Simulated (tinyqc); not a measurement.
# Holstein polaron on two sites, step by step

A worked calculation. Computed by tinyqc, a small Python program that keeps every step. Command: `OMP_NUM_THREADS=1 python tinyqc.py 3001131 3001132 out.jsonl holstein walk`. One thread of a shared host (Intel(R) Xeon(R) Processor @ 2.30GHz), about 0.01 s of CPU time with the checks. Intermediate numbers are printed to about 7 digits and carried at full precision; extremes and crossings named in words are read from the listed rows.

One electron on sites 1 and 2: H = -t (c1+ c2 + c2+ c1) + hbar omega sum_i b_i+ b_i - g hbar omega sum_i n_i (b_i + b_i+). The symmetric phonon shifts the energy by -g^2 hbar omega/2 and drops out; with b = (b_1 - b_2)/sqrt(2) there remains H = -t sigma_x + hbar omega b+ b - (g hbar omega/sqrt(2)) sigma_z (b + b+). Parity splits it into blocks p = +1 and -1 over phonon numbers n. Zero-point energies are left out. Weights Z refer to mode b alone; the displaced symmetric mode multiplies the full zero-phonon weight by exp(-g^2/2).

Inputs (values chosen for the exercise, for a model dimer): hopping t = 7.6 meV; phonon energy hbar omega = 70.8 meV; coupling g = 0.207; phonon levels kept N = 3.

## Energy scales

Polaron binding energy E_p = g^2 hbar omega; ratio E_p/t (the adiabatic potential has two wells when it exceeds 1); adiabaticity hbar omega/t.

E_p = 3.033709 meV

E_p/t = 0.3991723

hbar omega/t = 9.315789

## The even block in a small basis

Block p: H_nn = n hbar omega - p t (-1)^n - g^2 hbar omega/2, H_(n,n+1) = -(g hbar omega/sqrt(2)) sqrt(n + 1). Take p = +1 and n = 0..N-1.

H, even block (meV):
```
[[-9.1169, -10.3631, 0.0000],
 [-10.3631, 76.8831, -14.6556],
 [0.0000, -14.6556, 132.4831]]
```

## Levels in the small basis

Diagonalise H; the eigenvector has its largest component positive; Z is the weight of n = 0.

levels (meV): [-10.3693, 74.4659, 136.1528]

lowest eigenvector: [0.9927010, 0.1199717, 0.0123082]

Z in the small basis = 0.9854553

## Converged results

Use 60 levels in both blocks; Z = c_0^2 is the weight of n = 0 in the ground state c; the splitting is the lowest odd level less the lowest even one, which without coupling is the smaller of 2t and hbar omega; <sigma_x> = sum (-1)^n c_n^2 measures the kinetic energy.

ground-state energy = -10.36949 meV

weight Z of n = 0 in mode b = 0.9854464

mean phonon number in b = 0.01471016

splitting = 14.53503 meV

splitting/(2t) = 0.9562518

<sigma_x> = 0.9712020

The small basis misses the ground-state energy by 0.000217 meV. Mode b stays mostly in its zero-phonon state.

## Approximations to the ground state

Second order: E = -t - E_p/2 - (E_p/2) hbar omega/(hbar omega + 2t). Lang-Firsov: E = -E_p - t exp(-g^2). Variable displacement: E(x) = -E_p/2 - t exp(-g^2 x^2) - (E_p/2)(2x - x^2), minimised over 0 <= x <= 1. Adiabatic, classical lattice: E = -E_p/2 - t for E_p < t, else -E_p - t^2/(2 E_p); it leaves out the change of zero-point energy.

Ground-state energy (meV):
```
method                         E  E - exact
second order in g      -10.36561   0.003874
Lang-Firsov            -10.31494   0.054553
variable displacement  -10.36882   0.000668
adiabatic, classical    -9.11685   1.252634
```

best displacement x = 0.82748

Closest here is variable displacement (0.00 meV), furthest adiabatic, classical (+1.25 meV), at hbar omega/t = 9.32 and E_p/t = 0.40. Lang-Firsov and variable displacement are variational and lie above the exact value. The Lang-Firsov narrowing exp(-g^2) = 0.958 compares with the exact splitting ratio 0.956.

Checks made by the program: 60 against 80 levels (relative difference below 1e-10); Hellmann-Feynman: dE/dt = -<sigma_x> (relative difference below 1e-10).
